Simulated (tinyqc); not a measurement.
# Worked calculation: gated two-dimensional channel with two bands, quantum capacitance

Computed by the program tinyqc: `OMP_NUM_THREADS=1 python tinyqc.py 2200037 2200038 out.jsonl`, one thread of a shared Intel Xeon 2.30GHz, about 0.01 s for the whole run. Printed values are rounded.

phi is the Fermi level above the lowest band edge, in volts; Vg is counted from the gate voltage at which an empty channel would have phi = 0. The channel has no thickness; trap charge is -q Dit phi.

Inputs (values chosen for the exercise); lowest band close to that of a thin InAs body:

| symbol | value | unit | meaning |
|---|---|---|---|
| T | 300 | K | temperature |
| eox | 3.9 |  | relative permittivity of the gate insulator (close to silicon dioxide) |
| tox | 2.3 | nm | insulator thickness |
| md | 0.0366 | m0 | in-plane mass |
| gv | 1 |  | valley degeneracy |
| m2 | 0.055 | m0 | in-plane mass of a second band, chosen freely |
| g2 | 1 |  | valley degeneracy of that band, chosen freely |
| E2 | 0.36 | eV | second band edge above the first |
| Dit | 0 | cm^-2 eV^-1 | density of traps |
| Vg | 0.78 | V | gate voltage |

Constants: q = 1.602176634e-19 C, kB = 1.380649e-23 J/K, hbar = 1.054571817e-34 J s, m0 = 9.1093837015e-31 kg, Vt = kB T/q, eps0 = 8.8541878128e-14 F/cm where lengths are in cm. Results are converted to the units shown.

## Gate capacitance

Cox = eps0 eox/tox.

Cox = 1.501362 uF/cm^2

## Starting value

phi = 0.01 V.

phi at the start = 0.01 V

## Iteration 1: new phi

D1 = gv md m0 q/(pi hbar^2), D2 = g2 m2 m0 q/(pi hbar^2) per eV; n1 = D1 Vt ln(1 + exp(phi/Vt)), n2 = D2 Vt ln(1 + exp((phi - E2)/Vt)), n = n1 + n2; Cq = q dn/dphi = q [D1/(1 + exp(-phi/Vt)) + D2/(1 + exp((E2 - phi)/Vt))]. Newton: f = phi + q (n + Dit phi)/Cox - Vg, phi(new) = phi - f/(1 + (Cq + q Dit)/Cox).

n1 = 3.577585e11 cm^-2
n2 = 7.834522e5 cm^-2
Cq = 1.458760 uF/cm^2
f = -0.7318218 V
phi after iteration 1 = 0.3811771 V

## Iteration 2: new phi

As before.

n1 = 5.827807e12 cm^-2
n2 = 7.034605e11 cm^-2
Cq = 5.004422 uF/cm^2
f = 0.2981604 V
phi after iteration 2 = 0.3123696 V

## Course of the iteration

Stop when the step is below 1e-10 V, or after 40 iterations.

Course of the iteration:
```
iteration  phi before the step (V)   step (V)
1                             0.01      0.371
2                        0.3811771    -0.0688
3                        0.3123696    -0.0173
4                        0.2950647   -5.06e-4
5                        0.2945586   -2.98e-7
6                        0.2945583  -1.02e-13
```

Converged in 6 iterations.

## Charge and capacitances at the solution

converged phi = 0.2945583 V

D1 = gv md m0 q/(pi hbar^2), D2 = g2 m2 m0 q/(pi hbar^2) per eV; n1 = D1 Vt ln(1 + exp(phi/Vt)), n2 = D2 Vt ln(1 + exp((phi - E2)/Vt)), n = n1 + n2; Cq = q dn/dphi = q [D1/(1 + exp(-phi/Vt)) + D2/(1 + exp((E2 - phi)/Vt))]. 1/C_G = 1/Cox + 1/(Cq + q Dit); dphi/dVg = Cox/(Cox + Cq + q Dit).

n = 4.548961e12 cm^-2
Cq = 2.720777 uF/cm^2
C_G = 0.9674887 uF/cm^2
dphi/dVg = 0.3555928

Cq is 1.81 times Cox, so C_G is 64.4 % of Cox; 37.8 % of the gate voltage has gone into phi.
